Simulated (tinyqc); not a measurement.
What each parameter does: Gamma, L and X subbands of a thin body with non-parabolic valleys.

Hard walls, flat band, c = hbar^2/2m0, energies from the bulk Gamma edge. For a valley at angle theta to the normal 1/m_z = cos^2/ml + sin^2/mt and m_d = sqrt(ml mt^2/m_z). Subband n starts at E_v + e with e (1 + a e) = c (n pi/t)^2/m_z, and its density-of-states mass is taken as m_d (1 + 2 a e), without further growth at higher in-plane energy. Groups are named by valley and degeneracy.

n_i = g m/(2 pi c) kB T ln(1 + exp((EF - E_i)/kB T)), sum n_i = Ns (1e12/cm^2 = 1e-4/angstrom^2), c = hbar^2/2m0. Quantum capacitance Cq = 1602.176634 sum g m/(2 pi c) f_i in microfarad/cm^2 with f_i = 1/(1 + exp((E_i - EF)/kB T)); Cox = 34.5313/eot (one gate); C/Cox = Cq/(Cq + Cox), the centroid term left out.

Constants: hbar^2/2m0 = 3.80998211 eV angstrom^2; kB = 8.617333262e-05 eV/K.

Inputs chosen for the exercise (near those of a thin GaSb channel; not measured data):
- face = 110 (surface)
- mG = 0.0384 m0 (Gamma mass)
- aG = 1.14 1/eV (Gamma non-parabolicity)
- EL = 0.053 eV (L edge above Gamma)
- mL = (1.306, 0.096) m0 (L valleys (four, along <111>): ml, mt)
- EX = 0.338 eV (X edge above Gamma)
- mX = (1.508, 0.212) m0 (X valleys (three, along <100>): ml, mt)
- aS = 0.49 1/eV (non-parabolicity of L and X)
- Ns = 2.4 x 1e12/cm^2 (sheet density)
- T = 300 K (temperature)
- eot = 10 angstrom (equivalent oxide thickness)
- t = 74 angstrom (body thickness)

n = 1 to 8 of all groups. Each row changes one parameter from the base and keeps the others.

Results:
```
case                  lowest edge (eV)  EF (eV)  Gamma share (%)  C/Cox
base                             0.080    0.057              0.6  0.792
t = 82 angstrom                  0.075    0.049              1.0  0.795
mG = 0.0442 m0                   0.080    0.056              1.2  0.792
aG = 0.8 1/eV                    0.080    0.057              0.4  0.792
EL = 0.103 eV                    0.130    0.106              3.6  0.793
Ns = 3.6 x 1e12/cm^2             0.080    0.069              0.6  0.844
eot = 8 angstrom                 0.080    0.057              0.6  0.753
T = 250 K                        0.080    0.068              0.4  0.814
```

The largest shifts from the base row, up to three for each result and ties (the steps differ in size, so this ranks the rows, not the parameters). lowest edge (eV): EL +0.050, t -0.005; unchanged at the printed digits by mG, aG, Ns, eot and T. EF (eV): EL +0.049, Ns +0.012, T +0.011; unchanged at the printed digits by aG and eot. Gamma share (%): EL +3.0, mG +0.7, t +0.5; unchanged at the printed digits by Ns and eot. C/Cox: Ns +0.052, eot -0.039, T +0.022; unchanged at the printed digits by mG and aG.

Program tinyqc; command `OMP_NUM_THREADS=1 python tinyqc.py 1252196 1252197 out.jsonl`; about 0.02 s on one thread of a shared Intel(R) Xeon(R) Processor @ 2.30GHz.
